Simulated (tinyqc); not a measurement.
X-ray reflectivity of a thin film on silicon: critical angles, Parratt recursion, fringes and roughness: one step, computed by the program tinyqc. Command: `OMP_NUM_THREADS=1 python tinyqc.py 3120801 3120802 out.jsonl xrr walk`. One thread of a shared host (Intel(R) Xeon(R) Processor @ 2.30GHz), about 0.01 s of CPU time with the checks.

n = 1 - delta + i beta; the classical electron radius is r_e = 2.8179403e-6 nm. Layer 0 is vacuum, 1 the film, 2 the substrate.

Problem. Fringe period, contrast and decay. Far above the critical angle the period is d theta = lambda/(2 d), or 2 pi/d in q; the envelope runs between (|r_01| - |r_12 p|)^2 and (|r_01| + |r_12 p|)^2; contrast = 2 a b/(a^2 + b^2) with a = |r_01|, b = |r_12 p|; roughness factors on the amplitudes are about exp(-q^2 sigma^2/2).

Inputs (values chosen for the exercise, modelled on a porous low-k film on silicon, copper K-alpha radiation):
```
quantity                              value  unit
wavelength lambda                   0.15406    nm
film thickness d                       13.4    nm
roughness of the surface sigma_1        0.9    nm
roughness of the interface sigma_2     0.44    nm
```

1000 r_01 = 1.894350-0.019395i

1000 r_12 = 2.916678-0.127005i

p = -0.9912353+0.1116609i

q = 4 pi sin(theta)/lambda = 1.651299 1/nm

Give: period in theta; period in q; contrast; roughness factor, surface; roughness factor, interface.

Solution.

period in theta = 0.32937 degrees

period in q = 0.46889 1/nm

contrast = 0.91419

roughness factor, surface = 0.33143

roughness factor, interface = 0.76801
